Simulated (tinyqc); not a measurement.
Inside a calculation. Method: plane-wave Kohn-Sham cycle with exchange-only LDA in a layered model solid. Computed by tinyqc, a small Python program that keeps every step. Settings: points = 16, plane-wave index or count = 3, electrons = 4, k points = 1, area = 27.0, mixing = 0.5, iteration cap = 60. Command: `OMP_NUM_THREADS=1 python tinyqc.py 28379 28380 out.jsonl` (the two numbers bound the seeds that draw the settings). One thread of a shared host (Intel(R) Xeon(R) Processor @ 2.60GHz), about 0.02 s of CPU time with the checks.

A solid whose potential varies along x alone (atomic units):
```
parameter                      value
period a                   12.300000
cross-section of the cell  27.000000
electrons per cell                 4
grid points                       16
plane waves -n..n, n               3
k points                           1
V1 in V1 cos(2 pi x/a)     -0.180000
V2 in V2 cos(4 pi x/a)     -0.030000
```

Stop when sqrt(dV sum R^2) is below 1e-8, dV = a A/N.

Course of the cycle:
```
iteration  E (hartree)  norm of the residual
1          -0.60881789              1.50e-01
2          -0.56591616              1.30e-01
3          -0.47869866              1.13e-01
4          -0.53031520              1.18e-01
5          -0.48681073              1.17e-01
6          -0.53410060              1.18e-01
7          -0.48613543              1.17e-01
8          -0.53320609              1.18e-01
9          -0.48637318              1.17e-01
10         -0.53329225              1.18e-01
11         -0.48636149              1.17e-01
...                ...                   ...
50         -0.53327013              1.17e-01
51         -0.48636823              1.17e-01
52         -0.53327013              1.17e-01
53         -0.48636823              1.17e-01
54         -0.53327013              1.17e-01
55         -0.48636823              1.17e-01
56         -0.53327014              1.17e-01
57         -0.48636825              1.17e-01
58         -0.53327016              1.17e-01
59         -0.48636838              1.17e-01
60         -0.53327035              1.17e-01
```

Can the last value be used, and what does the course show?

Not by the stop rule. Not converged within 60 iterations: the residual has stopped falling: the iteration swings between two states. Reruns (cap 100 unless said): mixing 0.1: not converged; mixing 0.5, Kerker q0 1.0: not converged; mixing 0.3, Pulay depth 5: not converged; the original settings with a cap of 400: not converged.
